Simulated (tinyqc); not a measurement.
Inside a calculation. Method: one-electron ion in a basis of Gaussians. One step of it, computed by the program tinyqc.

Question. Matrices over normalised Gaussians. With p = a_i + a_j and I(k) = Gamma((k+1)/2) / (2 p^((k+1)/2)): S = I(2l+2), T = (2l+3) a_i a_j S / p, V = -Z I(2l+1), each divided by sqrt(S_ii S_jj).

exponents of r^l exp(-a r^2) (1/bohr^2): [0.282000, 1.106000]

Z = 2

l = 0

Give: S; T; V.

Answer.

S:
```
[[1.0000, 0.7219],
 [0.7219, 1.0000]]
```

T (hartree):
```
[[0.4230, 0.4866],
 [0.4866, 1.6590]]
```

V (hartree):
```
[[-1.6948, -1.9193],
 [-1.9193, -3.3564]]
```
